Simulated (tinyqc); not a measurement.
# Worked calculation: surface Green function of a dimerised chain, Sancho-Rubio decimation

Program tinyqc, `OMP_NUM_THREADS=1 python tinyqc.py 2680009 2680010 out.jsonl`; Intel Xeon 2.30GHz, shared host, one thread, about 0.03 s. Printed values are rounded.

A semi-infinite lead of cells 0, 1, 2, ... with H0 inside a cell and H1 = <cell i|H|cell i + 1>. Cell A, B with A at the surface; -t1 joins A and B, -t2 joins B to the next A. z = E + i eta.

Inputs (values chosen for the exercise): hopping inside the cell t1 = 0.57 eV; hopping between cells t2 = 1 eV; site energy, +dl on A and -dl on B dl = 0 eV; energy E = 0.77 eV; broadening eta = 0.02 eV.

## The blocks

Read off from the list of hoppings.

H0 (eV):
```
       A      B
A      0  -0.57
B  -0.57      0
```

H1 (eV):
```
    A  B
A   0  0
B  -1  0
```

## Round 1: decimation

Start with e_s = e = H0, a = H1, b = H1^dagger. Each round: g = (z - e)^(-1); e_s <- e_s + a g b; e <- e + a g b + b g a; a <- a g a; b <- b g b (all with the old a, b). Round k joins cells 2^k apart.

g (1/eV):
```
                   A                  B
A   2.84830-0.25309i  -2.10220+0.24196i
B  -2.10220+0.24196i   2.84830-0.25309i
```

e_s after round 1 (eV):
```
                   A                  B
A   0.00000+0.00000i  -0.57000+0.00000i
B  -0.57000+0.00000i   2.84830-0.25309i
```

e after round 1 (eV):
```
                   A                  B
A   2.84830-0.25309i  -0.57000+0.00000i
B  -0.57000+0.00000i   2.84830-0.25309i
```

a after round 1 (eV):
```
                   A                 B
A   0.00000+0.00000i  0.00000+0.00000i
B  -2.10220+0.24196i  0.00000+0.00000i
```

b after round 1 (eV):
```
                  A                  B
A  0.00000+0.00000i  -2.10220+0.24196i
B  0.00000+0.00000i   0.00000+0.00000i
```

## Round 2: decimation

As before.

g (1/eV):
```
                     A                    B
A  -0.507791-0.077380i  -0.134163-0.038852i
B  -0.134163-0.038852i  -0.507791-0.077380i
```

e_s after round 2 (eV):
```
                     A                    B
A   0.000000+0.000000i  -0.570000+0.000000i
B  -0.570000+0.000000i   0.555265-0.073958i
```

e after round 2 (eV):
```
                     A                    B
A   0.555265-0.073958i  -0.570000+0.000000i
B  -0.570000+0.000000i   0.555265-0.073958i
```

a after round 2 (eV):
```
                     A                   B
A   0.000000+0.000000i  0.000000+0.000000i
B  -0.624566-0.032939i  0.000000+0.000000i
```

b after round 2 (eV):
```
                    A                    B
A  0.000000+0.000000i  -0.624566-0.032939i
B  0.000000+0.000000i   0.000000+0.000000i
```

## Round 3: decimation

As before.

g (1/eV):
```
                   A                  B
A  -0.68724-0.42310i   1.94355+0.27268i
B   1.94355+0.27268i  -0.68724-0.42310i
```

e_s after round 3 (eV):
```
                     A                    B
A   0.000000+0.000000i  -0.570000+0.000000i
B  -0.570000+0.000000i   0.305339-0.266818i
```

e after round 3 (eV):
```
                     A                    B
A   0.305339-0.266818i  -0.570000+0.000000i
B  -0.570000+0.000000i   0.305339-0.266818i
```

a after round 3 (eV):
```
                    A                   B
A  0.000000+0.000000i  0.000000+0.000000i
B  0.744814+0.186038i  0.000000+0.000000i
```

b after round 3 (eV):
```
                    A                   B
A  0.000000+0.000000i  0.744814+0.186038i
B  0.000000+0.000000i  0.000000+0.000000i
```

## Course of the decimation

Stop when the largest entry of a and b is below 1e-12 eV, or after 60 rounds. The last column is -Im Tr (z - e_s)^(-1)/pi. At the end g_s = (z - e_s)^(-1), and the bulk Green function is (z - e)^(-1).

Course of the iteration:
```
round  largest |a|, |b| (eV)  surface density of states (1/eV)
1                       2.12                         0.0292497
2                      0.625                          0.935640
3                      0.768                           1.63483
4                       1.02                          0.387317
5                      0.346                          0.472085
6                      0.123                          0.497752
7                     0.0130                          0.506283
8                    1.43e-4                          0.506387
9                    1.73e-8                          0.506387
10                   < 1e-12                          0.506387
```

Converged in 10 rounds, which stand for 2^10 cells. E lies inside a band (1 open mode(s)), where only eta damps the waves, over about v/eta cells with v the group velocity in eV a cell.

## Self-energy, Dyson check and densities of states

converged surface Green function g_s (1/eV):
```
                  A                  B
A  0.82508-0.56931i   0.61983+0.74011i
B  0.61983+0.74011i  -0.81134-1.02155i
```

converged bulk Green function (1/eV):
```
                     A                    B
A  -0.003097-0.880381i   0.843884-0.081869i
B   0.843884-0.081869i  -0.003097-0.880381i
```

Sigma = H1 g_s H1^dagger is what the lead adds to one more cell, and (z - H0 - Sigma)^(-1) must give g_s back. Densities of states: -Im of the diagonals over pi.

Sigma (eV):
```
                    A                   B
A  0.000000+0.000000i  0.000000+0.000000i
B  0.000000+0.000000i  0.825079-0.569308i
```

(z - H0 - Sigma)^(-1) (1/eV):
```
                  A                  B
A  0.82508-0.56931i   0.61983+0.74011i
B  0.61983+0.74011i  -0.81134-1.02155i
```

```
orbital  surface density of states (1/eV)  bulk density of states (1/eV)
A                                0.181216                       0.280234
B                                0.325170                       0.280234
```

The surface cell holds 0.506 states per eV against 0.560 for a bulk cell.
